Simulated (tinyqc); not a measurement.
Resistance of a source-drain extension with a graded tip: one step of the calculation.

y runs along the channel, the gate covers y > 0. The doping is N0 for y < y0 and N0 10^(-(y - y0)/la) beyond, uniform over the depth xj. Sheet conductance s(y) = q mu(N) max(N - Nch, 0) xj + (for y > 0) ma Cox Vo, with mu(N) = u0 + (u1 - u0)/(1 + (N/Nr)^au) and Cox = eps0 eox/tox. Current is taken as one-dimensional; depletion of the tip, spreading and the contact are left out. The metallurgical junction lies at yj, where N = Nch.

Question. Sheet resistances and junction position. yj = y0 + la log10(N0/Nch); sheet resistance of the full extension 1/[q mu(N0)(N0 - Nch) xj] and of the gate-induced layer 1/(ma Cox Vo); metallurgical length Lg - 2 yj; ye is where the doped and the gate-induced conductances are equal.

Parameters, values chosen for the exercise; mobility law close to that of electrons in silicon:
- eox = 3.9 (relative permittivity of the gate insulator (close to silicon dioxide))
- tox = 2.1 nm (insulator thickness)
- N0 = 8.3e19 cm^-3 (active doping of the extension far from the gate)
- la = 3.9 nm/decade (lateral abruptness)
- y0 = 2.2 nm (position under the gate where the fall begins (gate edge at 0))
- xj = 12 nm (depth of the extension)
- Nch = 2.3e18 cm^-3 (channel doping)
- Vo = 0.52 V (gate overdrive)
- ma = 240 cm^2/(V s) (mobility of the gate-induced layer)
- u1 = 1414 cm^2/(V s) (mobility at low doping)
- u0 = 68.5 cm^2/(V s) (mobility at high doping)
- Nr = 9.2e16 cm^-3 (reference doping)
- au = 0.711 (exponent)
- Lg = 45 nm (gate length)

Constants: q = 1.602176634e-19 C, eps0 = 8.8541878128e-14 F/cm where lengths are in cm. Results are converted to the units shown.

Find: yj; sheet resistance of the extension; sheet resistance of the induced layer; metallurgical length; ye; N at ye.

Answer.

yj = 8.274 nm
sheet resistance of the extension = 815.1 ohm/square
sheet resistance of the induced layer = 4873 ohm/square
metallurgical length = 28.45 nm
ye = 5.465 nm
N at ye = 1.207e19 cm^-3

The gate takes over 2.81 nm before the junction, where N is still 5.25 times the channel doping.

tinyqc, about 0.05 s, one thread, Intel Xeon 2.30GHz (shared host): `OMP_NUM_THREADS=1 python tinyqc.py 2282013 2282014 out.jsonl`
